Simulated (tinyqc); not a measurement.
Reflectance at normal incidence against thickness.

Normal incidence on air, film (n1) and substrate (N2 = n2 - i k2): r01 = (1 - n1)/(1 + n1), r12 = (n1 - N2)/(n1 + N2), amplitude (r01 + r12 X)/(1 + r01 r12 X), X = exp(-4 pi i n1 d/lam), R its squared modulus, phase from 0 to 360 degrees.

Parameters, values chosen for the exercise:
```
symbol,value,unit,meaning
lam,632.8,nm,wavelength
n1,2.406,,index of the transparent film
n2,3.882,,index of the substrate
k2,0.019,,extinction coefficient of the substrate
```

Reflectance at normal incidence against thickness:

| d (nm) | R (%) | phase of the reflected amplitude (degrees) |
|---|---|---|
| 0 | 34.85 | 179.8 |
| 16 | 31.71 | 167.8 |
| 32 | 22.82 | 156.3 |
| 49 | 10.21 | 150.3 |
| 65 | 3.895 | 178.2 |
| 81 | 9.489 | 209.4 |
| 98 | 22.04 | 204.4 |
| 114 | 31.28 | 193.0 |
| 130 | 34.83 | 181.0 |

Read the table: what changes, and by how much?

R goes from 34.9 through a minimum of 3.89 (at d = 65 nm among the rows listed) to 34.8 %. At a quarter wave, d = 65.8 nm, R = 3.89 %; for a transparent substrate it would vanish for n1 = sqrt(n2) = 1.97.

Computed by the program tinyqc: `OMP_NUM_THREADS=1 python tinyqc.py 2870179 2870180 out.jsonl`, one thread of a shared Intel Xeon 2.30GHz, about 0.01 s for the whole run.
